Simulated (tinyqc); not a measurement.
Two-band k.p model of the X valleys of a zinc-blende crystal: one step. The matrix at one k. Three cases, with inputs chosen for the exercise.

Problem. Give P, the matrix, its levels and the weight of the lower X state in the lower band.

k along the valley axis, counted from X, c = hbar^2/2m0, e = c k^2/ml. H = [[e - D/2, i P k], [-i P k, e + D/2]] with P^2 = D0 c/ml, so E = e -/+ sqrt(D^2/4 + D0 e). For D = 0 (diamond lattice) the bands cross at X.

Constants: hbar^2/2m0 = 3.80998211 eV angstrom^2.

Case 1.

Values chosen (of the order of those of AlAs; not measured data): D = 0.395 eV (splitting of the two conduction levels at X); D0 = 0.128 eV (coupling energy); ml = 0.667 m0 (mass along the axis from remote bands); k = 0.107 1/angstrom (wave vector from X).

Case 2.

Values chosen (of the order of those of GaP; not measured data): D = 0.328 eV (splitting of the two conduction levels at X); D0 = 0.397 eV (coupling energy); ml = 0.921 m0 (mass along the axis from remote bands); k = 0.036 1/angstrom (wave vector from X).

Case 3.

Values chosen (of the order of those of GaP; not measured data): D = 0.38 eV (splitting of the two conduction levels at X); D0 = 0.457 eV (coupling energy); ml = 0.922 m0 (mass along the axis from remote bands); k = 0.157 1/angstrom (wave vector from X).

Give: P; H; levels; weight.

Solution.

Case 1.

P = 0.8551 eV angstrom

H (eV):
```
          1        2
1   -0.1321  0.0915i
2  -0.0915i   0.2629
```

levels (eV): -0.1523  0.2831

weight = 0.9537

Case 2.

P = 1.2815 eV angstrom

H (eV):
```
          1        2
1   -0.1586  0.0461i
2  -0.0461i   0.1694
```

levels (eV): -0.1650  0.1757

weight = 0.9813

Case 3.

P = 1.3742 eV angstrom

H (eV):
```
          1        2
1   -0.0881  0.2158i
2  -0.2158i   0.2919
```

levels (eV): -0.1856  0.3893

weight = 0.8304

Computed by tinyqc, one run a case: `OMP_NUM_THREADS=1 python tinyqc.py N N+1 out.jsonl` with N = 1880132, 1880193, 1880236; one thread of a shared Intel(R) Xeon(R) Processor @ 2.30GHz, about 0.01 s a run at most.
